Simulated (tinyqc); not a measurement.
Worked calculation: extended Hueckel theory, for H4-. The parameters take no account of the charge, which enters only through the electron count, and nothing here shows that the anion is bound. One step of it, computed by the program tinyqc.

Task: Orbitals. Solve H C = S C e through S^(-1/2); fill by pairs from the bottom, a degenerate level sharing its electrons equally; each orbital has its largest coefficient positive (the first on a tie).

H (eV), order 1H 1s, 2H 1s, 3H 1s, 4H 1s:
```
[[-13.600000, -15.201021, -12.492347, -8.129101],
 [-15.201021, -13.600000, -8.129101, -12.492347],
 [-12.492347, -8.129101, -13.600000, -15.201021],
 [-8.129101, -12.492347, -15.201021, -13.600000]]
```

overlap S, order 1H 1s, 2H 1s, 3H 1s, 4H 1s:
```
[[1.000000, 0.558861, 0.459277, 0.298864],
 [0.558861, 1.000000, 0.298864, 0.459277],
 [0.459277, 0.298864, 1.000000, 0.558861],
 [0.298864, 0.459277, 0.558861, 1.000000]]
```

valence electrons = 5

Give: orbital energies; occupations; coefficients; sum of one-electron energies.

Result:

orbital energies (eV): [-21.330, -10.215, -4.592, 21.246]

occupations: [2.000, 2.000, 1.000, 0.000]

coefficients, order 1H 1s, 2H 1s, 3H 1s, 4H 1s:
```
[[0.328, 0.559, 0.645, 0.944],
 [0.328, 0.559, -0.645, -0.944],
 [0.328, -0.559, 0.645, -0.944],
 [0.328, -0.559, -0.645, 0.944]]
```

sum of one-electron energies = -67.683 eV
